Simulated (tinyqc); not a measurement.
# Leakage through a gate insulator: direct, Fowler-Nordheim, trap-assisted and Poole-Frenkel currents, step by step

A worked calculation. Computed by tinyqc, a small Python program that keeps every step. Command: `OMP_NUM_THREADS=1 python tinyqc.py 3013051 3013052 out.jsonl oxideleak walk`. One thread of a shared host (Intel(R) Xeon(R) Processor @ 2.30GHz), about 0.01 s of CPU time with the checks. Intermediate numbers are printed to about 7 digits and carried at full precision; extremes and crossings named in words are read from the listed rows.

Electrons enter from the cathode Fermi level at x = 0; the conduction band of the insulator lies phi_b - e F x above it, F = V/t. WKB exponents use a parabolic band with mass m.

Inputs (values chosen for the exercise, with an insulator like Al2O3):
```
quantity                          value   unit
thickness t                         5.4     nm
barrier phi_b                      2.21     eV
tunnelling mass m                  0.33    m_0
static constant eps_ox             9.12      -
optical constant eps_opt           2.98      -
voltage across the insulator V      3.6      V
trap depth phi_t                    1.7     eV
trap density N_t                1.2e+19  cm^-3
attempt rate nu_0                 1e+12    1/s
activation of capture E_a          0.16     eV
temperature T                       450      K
```

Constants: hbar^2/(2 m_0) = 3.80998212 eV angstrom^2; e = 1.602176634e-19 C; hbar = 1.054571817e-34 J s; k_B = 8.617333262e-05 eV/K; eps_0 = 8.8541878128e-12 F/m.

## Field and tunnelling without traps

For a level a distance phi(x) below the band, the WKB exponent is 2 int kappa dx with kappa = sqrt(m phi/(hbar^2/2m_0)); for a linear barrier from phi_1 down to phi_2 = max(phi_1 - e F d, 0) it is G = (4/3) sqrt(m/(hbar^2/2m_0)) (phi_1^(3/2) - phi_2^(3/2))/(e F). J_tun = e^3 F^2/(16 pi^2 hbar m phi_b) x exp(-G) / [1 - sqrt(phi_2/phi_b)]^2 with the free-electron mass in the cathode (m in m_0), phi_2 = max(phi_b - e V, 0): direct tunnelling for e V < phi_b, Fowler-Nordheim above. Image forces, back-flow and the limit on supply are left out, so J_tun is overstated below about 0.5 V. Equivalent oxide thickness = 3.9 t/eps_ox.

field F = 6.666667 MV/cm

equivalent oxide thickness = 2.309211 nm

WKB exponent G = 19.33810

tunnelling current J_tun = 0.3753220 A/cm^2

The barrier is a triangle 3.31 nm long: Fowler-Nordheim tunnelling.

## One trap at several depths

A trap at depth x lies phi_t below the band. Capture: tunnel at the cathode Fermi level from 0 to x (G_in from phi_1 = phi_b), rate nu_0 exp(-G_in - E_c/k_B T) with E_c = E_a + max(phi_b - phi_t - e F x, 0), the last term being the height of the trap above the cathode Fermi level. Emission: tunnel from the trap level to the anode (G_out from phi_1 = phi_t over t - x), rate nu_0 exp(-G_out - E_a/k_B T). Re-emission to the cathode follows from detailed balance, rate_back = rate_in exp(dE/k_B T) with dE = phi_b - phi_t - e F x. Each trap passes R = rate_in rate_out/(rate_in + rate_back + rate_out) electrons per second; filling from the anode is left out. Depths: t times 0.08, 0.2, 0.32, 0.44, 0.56, 0.68, 0.8 and 0.92, rounded to 0.01 nm.

Rates:
```
x (nm)      G_in     G_out   E_c (eV)  rate in (1/s)  rate back (1/s)  rate out (1/s)       R (1/s)
0.43     3.63783  13.04665  0.3833333   1.339576e+06     4.248060e+08    3.483313e+04  1.094880e+02
1.08     8.63266  13.04665  0.1600000   2.877162e+06     1.279581e+04    3.483313e+04  3.426589e+04
1.73    12.94470  13.04665  0.1600000   3.857173e+04     2.405763e-03    3.483313e+04  1.830361e+04
2.38    16.44139  13.04665  0.1600000   1.168624e+03     1.022207e-09    3.483313e+04  1.130690e+03
3.02    18.82475  12.82207  0.1600000   1.077943e+02     1.570376e-15    4.360380e+04  1.075285e+02
3.67    19.33810  10.66756  0.1600000   6.451292e+01     1.318058e-20    3.760232e+05  6.450185e+01
4.32    19.33810   7.33627  0.1600000   6.451292e+01     1.848481e-25    1.051906e+07  6.451252e+01
4.97    19.33810   3.15673  0.1600000   6.451292e+01     2.592359e-30    6.872685e+08  6.451291e+01
```

The most effective of these traps sits at 1.08 nm, 20 % of the way; where rate back exceeds rate out, re-emission drains the trap, and elsewhere the slower forward step limits R.

## Trap-assisted current

J_TAT = e N_t int_0^t R dx by the midpoint rule on 400 intervals; the most effective depth is the midpoint with the largest R, rounded to 0.01 nm.

trap-assisted current J_TAT = 0.006710300 A/cm^2

most effective depth = 1.07 nm

## Poole-Frenkel bound

Poole-Frenkel emission over the lowered barrier of a charged trap: lowering sqrt(e F/(pi eps_opt eps_0)); J_PF = e N_t^(2/3) nu_0 exp(-(phi_t - lowering)/k_B T), one sheet of traps emitting with supply unlimited (an upper bound).

barrier lowering = 1.135147 eV

Poole-Frenkel bound J_PF = 0.3963604 A/cm^2

## Total without and with traps

J = J_tun + J_TAT (the Poole-Frenkel bound is not added); the ratio J/J_tun is the excess that stress-made traps add.

total current J = 0.3820323 A/cm^2

J/J_tun = 1.017879

## Against voltage

The formulas are those given above.

Currents:
```
V (V)  F (MV/cm)  J_tun (A/cm^2)  J_TAT (A/cm^2)  best depth (nm)
0.65     1.20370    1.413039e-11    2.361551e-09             2.54
1.31     2.42593    7.871196e-10    1.308912e-06             2.45
1.97     3.64815    9.960278e-08    6.659789e-06             2.37
2.63     4.87037    1.600258e-04    8.040518e-05             2.15
3.29     6.09259    5.068147e-02    2.136743e-03             1.19
3.96     7.33333    2.634409e+00    2.014215e-02             0.97
4.62     8.55556    4.418575e+01    9.638621e-02             0.82
5.28     9.77778    3.795730e+02    3.134804e-01             0.70
5.94    11.00000    2.078955e+03    7.961405e-01             0.61
```

The larger current changes between 1.97 and 2.63 V (to J_tun). Over the range J_tun grows by 14.2 decades and J_TAT by 8.5. The best depth moves towards the cathode as the field rises. The highest rows may lie beyond breakdown.

## Against thickness at fixed field

The formulas are those given above.

Currents:
```
t (nm)     V (V)  J_tun (A/cm^2)  J_TAT (A/cm^2)
1.2     0.800000    1.765632e+05        1.176113
1.6     1.066667    6.352654e+03        0.768284
2.2     1.466667    9.248795e+01        0.203864
3.0     2.000000    1.382029e+00        0.028120
4.0     2.666667    3.753220e-01        0.007012
5.5     3.666667    3.753220e-01        0.006712
7.5     5.000000    3.753220e-01        0.006736
10.0    6.666667    3.753220e-01        0.006767
```

Between the first rows J_tun falls by 3.61 decades per nm. From t = phi_b/(e F) = 3.31 nm it stops changing, since a triangular barrier does not feel the thickness. J_TAT stays below J_tun at all these thicknesses.

Checks made by the program: the WKB exponent by quadrature (relative difference 1e-07); the integral with twice the points (relative difference 2e-09).
